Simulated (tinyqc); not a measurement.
Double-gate transistor below threshold, two-dimensional Poisson equation on a small mesh: course of the iteration: over-relaxation sweep (omega = 2.05).

Half of a symmetric double-gate structure: row 0 is the mid-plane of the body, where the normal field vanishes. Mobile charge is neglected (subthreshold), the body is fully depleted, and potentials are counted from the intrinsic level; rows run upward to the gate, columns from source to drain.

Mesh: rows i = 0..2 in the semiconductor (step hs = tb/2, row 2 on the interface), then 1 step(s) ho = tox/1 up to the gate row 3; columns j = 0..4 (step hy = L/4). Box integration, divided by eps0: up_i = eps hy/h of the interval above row i, dn_i = that of the interval below (0 for row 0), lat_i = (sum of eps h/2 over the intervals above and below)/hy, s_i = -q Na w_i hy/eps0 with w_i the semiconductor height of the box (hs/2 for row 0 and the interface row, hs between, 0 in the insulator). Each free node obeys (up + dn + 2 lat) psi = up psi(above) + dn psi(below) + lat [psi(left) + psi(right)] + s.

Free nodes: rows 0..2, columns 1..3, taken row by row from row 0, left to right. t = (up psi(above) + dn psi(below) + lat [psi(left) + psi(right)] + s)/(up + dn + 2 lat), with the newest neighbours; psi(new) = psi + 2.05 (t - psi).

Stop when the largest change of psi is below 1e-7 V, or after 25 iterations. Fixed values: gate row Vg - Vfb; column 0 at Vbi and the last column at Vbi + Vd in the semiconductor, each running linearly to Vg - Vfb across the insulator.

Values chosen for this exercise; semiconductor permittivity close to that of silicon: relative permittivity of the semiconductor eps_r = 11.7; relative permittivity of the insulator eox = 3.9; half the body thickness tb = 5 nm; insulator thickness tox = 1.6 nm; channel length L = 26 nm; acceptor density of the depleted body Na = 0 cm^-3; potential of the source Vbi = 0.52 V; gate offset Vfb = 0.07 V; gate voltage Vg = 0 V; drain voltage Vd = 0.5 V.

Constants: q = 1.602176634e-19 C, eps0 = 8.8541878128e-14 F/cm where lengths are in cm. Results are converted to the units shown.

psi at the start (fixed values on the edges, free nodes at zero) (V):
```
,j=0,j=1,j=2,j=3,j=4
row 0,0.52000,0.00000,0.00000,0.00000,1.02000
row 1,0.52000,0.00000,0.00000,0.00000,1.02000
row 2,0.52000,0.00000,0.00000,0.00000,1.02000
row 3,-0.07000,-0.07000,-0.07000,-0.07000,-0.07000
```

```
row,up,dn,lat,s (V)
0,30.42,0,2.25,0
1,30.42,30.42,4.5,0
2,15.8438,30.42,2.73,0
```

Course of the iteration:
```
iteration,"psi at row 0, j = 2 (V)",largest |change| of one entry (V)
1,0.00907251,0.380
2,0.0839374,0.375
3,0.245093,0.344
4,0.505171,0.341
5,0.330758,0.354
6,-0.0658994,0.397
7,-0.322217,0.265
8,0.0593543,0.395
9,0.380863,0.405
...,...,...
17,0.859355,0.524
18,0.238339,0.711
19,-0.396224,0.840
20,-0.390383,0.733
21,0.0675510,1.06
22,0.256940,1.13
23,0.637227,0.635
24,0.755812,1.32
25,0.400486,0.811
```

Did this iteration meet its convergence test, and what does its course show?

No. Not converged within 25 iterations. The largest change wanders without falling. Over-relaxation cannot converge for omega of 2 or more. A rerun with over-relaxation at omega = 1.36 converges in 20 iterations.

Computed by the program tinyqc: `OMP_NUM_THREADS=1 python tinyqc.py 2480021 2480022 out.jsonl`, one thread of a shared Intel Xeon 2.30GHz, about 0.1 s for the whole run.
